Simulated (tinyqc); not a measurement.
What each parameter does: ellipsoidal valleys in the axes of a wafer and a channel.

Valleys with axes a along [111], [1-1-1], [-11-1] and [-1-11], one whole valley each; inverse mass tensor w = 1/mt + (1/ml - 1/mt) a a. Device axes: z = nz/|nz|, x = nx/|nx|, y = z cross x; in them a = (ax, ay, az). Confinement mass mz = 1/w_zz. In the plane w_ij is replaced by u_ij = w_ij - w_iz w_jz/w_zz (i, j = x, y); density-of-states mass md = 1/sqrt(det u); conductivity mass along x mc = 1/u_xx; ballistic transport mass mx = u_yy/det u, width mass my = 1/u_yy.

Hard walls: E_n = c (n pi/t)^2/mz, c = hbar^2/2m0, n = 1, 2, 3. Non-degenerate share of a valley proportional to md sum_n exp(-E_n/kT); mean 1/mc = sum of share/mc. 1 nm = 10 angstrom.

Constants: hbar^2/2m0 = 3.80998211 eV angstrom^2; kB = 8.617333262e-05 eV/K.

Inputs chosen for the exercise (near those of the L valleys of Ge; shifted at random, so the results belong to these values and not to a real crystal):
```
symbol  value      unit  meaning
ml      1.591      m0    longitudinal mass
mt      0.085      m0    transverse mass
nz      (2, 1, 0)        surface normal (confinement)
nx      (0, 0, 1)        channel direction
t       6.2        nm    thickness of the film
T       300        K     temperature
```

Lowest E1, its share and the mean conductivity mass.

Results for these values:
```
case,lowest E1 (meV),share,mean mc (m0)
base,49.72,0.8657,0.2635
```

What happens to each result for mt = 0.077 m0, all else kept?

Answer: lowest E1 rises from 49.72 to 54.51; share rises from 0.8657 to 0.8914; mean mc falls from 0.2635 to 0.2532.

The same for each parameter in turn:
```
case,lowest E1 (meV),share,mean mc (m0)
base,49.72,0.8657,0.2635
ml = 1.75 m0,49.39,0.8667,0.2704
mt = 0.077 m0,54.51,0.8914,0.2532
t = 5.58 nm,61.39,0.9159,0.2807
T = 330 K,49.72,0.8404,0.2556
```

Computed by tinyqc, a small Python program: `OMP_NUM_THREADS=1 python tinyqc.py 1880865 1880866 out.jsonl` (the numbers bound the seed that draws the inputs); one thread of a shared host (Intel(R) Xeon(R) Processor @ 2.30GHz), about 0.01 s for the whole set of steps.
